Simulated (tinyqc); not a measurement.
Worked calculation: potential-pH (Pourbaix) lines of a metal, its cation, its oxide and an oxyanion, with a complexing ligand. Computed by tinyqc, a small Python program that keeps every step. Command: `OMP_NUM_THREADS=1 python tinyqc.py 3008442 3008443 out.jsonl pourb walk`. One thread of a shared host (Intel(R) Xeon(R) Processor @ 2.30GHz), about 0.01 s of CPU time with the checks. Intermediate numbers are printed to about 6 digits and carried at full precision; extremes and crossings named in words are read from the listed rows.

Potentials are against the standard hydrogen electrode; solids and water have unit activity; dG_f of M, H+ and the electron is zero; F = e N_A and s = R T ln(10)/F. The cation carries z = 3.

Inputs (values chosen for the exercise, modelled on aluminium):

| quantity | value | unit |
|---|---|---|
| dG_f of the cation | -479.1 | kJ/mol |
| dG_f of the oxide | -1583.7 | kJ/mol |
| dG_f of the oxyanion | -833.75 | kJ/mol |
| dG_f of water | -237.14 | kJ/mol |
| temperature T | 298.15 | K |
| log10 of the dissolved activity a | -6 | - |
| pH | 2.5 | - |
| potential E | -0.98 | V |
| log10 of the stability constant beta of ML | 14 | - |
| pKa of HL | 9.8 | - |
| total ligand c_L | 0.069 | mol/L |
| limiting current density i_L | 0.0012 | A/cm^2 |
| molar volume V_m | 10 | cm^3/mol |

Species: M, M3+, M2O3, MO2(-).

exchange current densities, metal and cathodic (A/cm^2): 2.3e-07  2.4e-11

Tafel slopes, anodic and cathodic (mV/decade): 95  140

Constants: R = 8.314462618 J/(mol K); e = 1.602176634e-19 C; N_A = 6.02214076e+23 1/mol.

## Standard potentials

M3+ + 3e = M; (1/2) M2O3 + 3H+ + 3e = M + (3/2) H2O; MO2(-) + 4H+ + 3e = M + 2H2O. For each, E0 = -dG/(z F), and E = E0 + (s/z) log10 a - (s n_H/z) pH, with no activity term for the oxide.

s = 0.0591593 V

E0 (V): cation -1.65517, oxide -1.50676, oxyanion -1.24188

The metal is less noble than hydrogen.

## Vertical lines

Two oxidised species coexist where their lines against the metal cross: pH1 (cation/oxide) = [E0(oxide) - E0(cation)]/s - (log10 a)/z; pH2 (oxide/oxyanion) = {[E0(oxyanion) - E0(oxide)]/s + (log10 a)/z}/(4/z - 1).

pH1 = 4.50876

pH2 = 7.43200

width of the oxide field, pH2 - pH1 = 2.92325

The oxide is stable from pH 4.51 to 7.43; each decade less of dissolved metal narrows this field by 1.33 pH units.

## The stable species at (pH, E)

The metal is stable below the lowest of the three lines; above it, the species of the lowest line is stable. Water lines at 1 bar: hydrogen E = -s pH, oxygen E = -dG_f(water)/(2F) - s pH.

lines at this pH (V): cation -1.77349, oxide -1.65466, oxyanion -1.55740

upper limit of immunity = -1.77349 V

hydrogen line = -0.147898 V

oxygen line = 1.08099 V

E above the limit of immunity = 0.793493 V

Stable here: the cation (corrosion). The point lies outside the stability range of water. Water itself can oxidise the metal at this pH. Caution: other oxidation states, hydroxides and hydrides are left out, and the lines say nothing of rates.

## A complexing ligand

The free ligand is c_L/(1 + 10^(pKa - pH)) (ligand in excess); dissolved metal is a in all, so the free cation is a/alpha, alpha = 1 + beta [L]; the cation line drops by (s/z) log10 alpha.

free ligand = 3.45819e-09 mol/L

log10 alpha = 5.53885

cation line with ligand = -1.88272 V

that line less the oxide line = -0.228062 V

With the ligand the dissolved state lies below the oxide: the oxide dissolves at this pH.

## Mixed potential with oxygen reduction

Anodic i = i0a 10^((E - E_a)/b_a) with E_a the cation line with ligand; cathodic i = i0c 10^((E_c - E)/b_c) with E_c the oxygen line; supply caps the cathodic current, 1/i_c = 1/i(Tafel) + 1/i_L. E_corr makes the two currents equal. Without the cap it would be [b_c E_a + b_a E_c + b_a b_c log10(i0c/i0a)]/(b_a + b_c). Rate = i V_m/(z F). Films are left out.

E_corr without the cap = -0.909959 V

corrosion potential E_corr = -1.52956 V

corrosion current density = 0.0012 A/cm^2

i/i_L = 1.000000

etch rate = 24.8742 nm/min

The current sits at the supply limit: stirring or more oxidant, not the ligand, sets the rate. Caution: E_corr lies below the hydrogen line, so hydrogen evolution, left out here, adds cathodic current.

## The diagram with and without ligand

The formulas are those given above.

Lines against the metal (V); the species with the lowest line is stable above it:

| pH | cation | oxide | oxyanion | stable above | cation with ligand | stable above, ligand |
|---|---|---|---|---|---|---|
| 0 | -1.77349 | -1.50676 | -1.36020 | cation | -1.83343 | dissolved |
| 2 | -1.77349 | -1.62508 | -1.51796 | cation | -1.87286 | dissolved |
| 4 | -1.77349 | -1.74339 | -1.67572 | cation | -1.91230 | dissolved |
| 5 | -1.77349 | -1.80255 | -1.75460 | oxide | -1.93202 | dissolved |
| 6 | -1.77349 | -1.86171 | -1.83347 | oxide | -1.95174 | dissolved |
| 7 | -1.77349 | -1.92087 | -1.91235 | oxide | -1.97144 | dissolved |
| 8 | -1.77349 | -1.98003 | -1.99123 | oxyanion | -1.99104 | oxyanion |
| 9 | -1.77349 | -2.03919 | -2.07011 | oxyanion | -2.00964 | oxyanion |
| 10 | -1.77349 | -2.09835 | -2.14899 | oxyanion | -2.02248 | oxyanion |
| 12 | -1.77349 | -2.21667 | -2.30675 | oxyanion | -2.02662 | oxyanion |
| 14 | -1.77349 | -2.33499 | -2.46451 | oxyanion | -2.02667 | oxyanion |

Without ligand the oxide holds 3 of the eleven rows (pH 5 to 7), with it 0. The ligand acts once beta [L] exceeds 1, from pH = pKa - log10(beta c_L) = -3.0 on, that is in all rows; its line then falls by at most s/z per pH unit and flattens beyond pKa, 0.253 V below the free cation at most. The oxide line falls faster, by s per pH unit.

Checks made by the program: the lines cross at pH1 and pH2 (relative difference below 1e-10).
